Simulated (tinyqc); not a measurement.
Inside a calculation. Model: deep-level transient spectroscopy (DLTS) of one majority-carrier trap. Computed by tinyqc, a small Python program that keeps every step. Command: `OMP_NUM_THREADS=1 python tinyqc.py 3004462 3004463 out.jsonl dlts walk`. One thread of a shared host (Intel(R) Xeon(R) Processor @ 2.30GHz), about 0.09 s of CPU time with the checks. Intermediate numbers are printed to about 5 digits and carried at full precision; extremes and crossings named in words are read from the listed rows.

A filling pulse loads the traps in a one-sided junction; under reverse bias they empty at the rate e, and the capacitance relaxes as C(t) = C_0 - dC exp(-e t). The signal is S = [C(t_2) - C(t_1)]/dC.

Inputs (values chosen for the exercise, with mass and screening modelled on CdS):

| quantity | value | unit |
|---|---|---|
| density-of-states mass m | 0.208 | m_0 |
| valleys M | 1 | - |
| trap depth E_t | 0.911 | eV |
| cross-section sigma_0 | 5.5e-16 | cm^2 |
| degeneracy ratio g | 1 | - |
| gate time t_1 | 0.003 | s |
| ratio t_2/t_1 | 5 | - |
| temperature T | 482 | K |
| doping N | 3e+15 | cm^-3 |
| trap density N_t | 2.3e+13 | cm^-3 |
| dielectric constant eps | 8.5 | - |
| built-in voltage V_b | 1.3 | V |
| reverse bias V_r | 3.7 | V |
| diode area | 0.00056 | cm^2 |
| mean field F | 40000 | V/cm |

Carriers: electrons. Extra term: Poole-Frenkel lowering.

Constants: k_B = 8.617333262e-05 eV/K; k_B = 1.380649e-23 J/K; m_0 = 9.1093837015e-31 kg; h = 6.62607015e-34 J s; e = 1.602176634e-19 C; eps_0 = 8.8541878128e-12 F/m.

## Emission rate at T

e = g sigma v N_b exp(-E/k_B T), v = sqrt(3 k_B T/m), N_b = 2 M (2 pi m k_B T/h^2)^(3/2), sigma = sigma_0, E = E_t - dE with the one-dimensional Poole-Frenkel lowering dE = sqrt(e^3 F/(pi eps eps_0)), F being held as an input apart from the bias (the centre is charged when empty).

thermal velocity v = 3.2460e+07 cm/s

N_b = 4.8479e+18 cm^-3

sigma = 5.50e-16 cm^2

E = 0.85894 eV

emission rate e = 90.416 1/s

## Rate window and signal

S(e) = exp(-e t_1) - exp(-e t_2) peaks at the rate window e_0 = ln(t_2/t_1)/(t_2 - t_1).

rate window e_0 = 134.12 1/s

peak height S_max = 0.53499

signal at T = 0.50480

At this T the trap empties slower than the window, by a factor 1.48: the point lies on the low-temperature side of the peak.

## Peak temperature and width

T_p solves e(T) = e_0 (bisection between 15 and 1500 K); the half-height points solve S = S_max/2 on either side.

peak temperature T_p = 490.52 K

lower half-height point = 458.76 K

upper half-height point = 517.90 K

full width = 59.149 K

The width is 12.1 % of T_p, and E_t is 21.6 k_B T_p.

## Peaks for six windows

t_1 is scaled by 0.1, 0.3, 1, 3, 10 and 30 at fixed t_2/t_1; each T_p by bisection.

Arrhenius data:

| t_1 (s) | e_0 (1/s) | T_p (K) | 1/(k_B T_p) (1/eV) | ln(e_0/T_p^2) |
|---|---|---|---|---|
| 0.0003 | 1.3412e+03 | 546.64 | 21.229 | -5.406 |
| 0.0009 | 4.4707e+02 | 518.42 | 22.385 | -6.399 |
| 0.0030 | 1.3412e+02 | 490.52 | 23.657 | -7.492 |
| 0.0090 | 4.4707e+01 | 467.46 | 24.824 | -8.495 |
| 0.0300 | 1.3412e+01 | 444.47 | 26.109 | -9.598 |
| 0.0900 | 4.4707e+00 | 425.31 | 27.285 | -10.608 |

## Arrhenius fit

Least squares of ln(e_0/T_p^2) on 1/(k_B T_p): slope -E_a, intercept ln(gamma sigma_a) with gamma = v N_b/T^2 = sqrt(3 k_B/m) 2 M (2 pi m k_B/h^2)^(3/2). For comparison, the slope of ln e_0 alone.

apparent depth E_a = 0.85894 eV

intercept = 12.828

gamma = 6.7735e+20 cm^-2 s^-1 K^-2

apparent cross-section = 5.5000e-16 cm^2

slope without T^2 = 0.94174 eV

The apparent depth is 0.8589 eV against E_t = 0.911 eV, and the apparent cross-section is 1.00 times sigma_0: the field lowers the slope, so the depth must be extrapolated to zero field against sqrt(F). Leaving out the T^2 factor overstates the slope by 83 meV, about 2 k_B T_p.

## Signal size and trap density

W = sqrt(2 eps eps_0 (V_b + V_r)/(e N)), C_0 = eps eps_0 area/W. The pulse goes to zero bias, W_0 = W(V_r = 0). Traps within lambda = sqrt(2 eps eps_0 (E_t - E_F)/(e^2 N)) of the depletion edge stay filled, with E_F = k_B T_p ln(N_b/N) from the band, N_b = 2 M (2 pi m k_B T_p/h^2)^(3/2) (dopants taken as fully ionised). dC = C_0 (N_t/2N) f, f = [(W - lambda)^2 - max(W_0 - lambda, 0)^2]/W^2. The simple estimate is 2 N dC/C_0.

depletion width W = 1.2513 micrometre

C_0 = 3.3681 pF

lambda = 0.43261 micrometre

f = 0.40113

transient amplitude dC = 5.1790 fF

simple estimate of N_t = 9.2259e+12 cm^-3

The simple estimate finds 40 % of the traps.

Checks made by the program: the maximum of S(T) on a fine grid against T_p (relative difference below 1e-10).
